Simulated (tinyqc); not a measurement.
# Depth and level of a trap from the time ratio

Problem. For an oxide trap tc/te = exp(E/Vt) with E = E0 - dpsi - (xt/tox)(Vg - VT - dpsi), dpsi being the rise of the surface potential above its value at threshold. Find xt and E0, and the depth that would be read if dpsi were ignored.

Parameters, values chosen for the exercise:
```
symbol  value  unit              meaning
T         350     K          temperature
tox       2.9    nm  insulator thickness
```

Constants: q = 1.602176634e-19 C, kB = 1.380649e-23 J/K, Vt = kB T/q. Results are converted to the units shown.

Vg - VT (V): [0.39, 0.54]
tc/te: [2.0183433, 0.28627580]
dpsi (V): [0.082934046, 0.093895975]

Solution. E + dpsi is a straight line in the oxide voltage Vg - VT - dpsi with slope -xt/tox and intercept E0. Ignoring dpsi assigns the motion of the bands to the trap and overstates its depth.

xt = 1.000 nm
E0 = 0.2100 eV
depth read without dpsi = 1.139 nm

Numbers from tinyqc (`OMP_NUM_THREADS=1 python tinyqc.py 2710026 2710027 out.jsonl`; about 0.01 s on one thread of a shared Intel Xeon 2.30GHz).
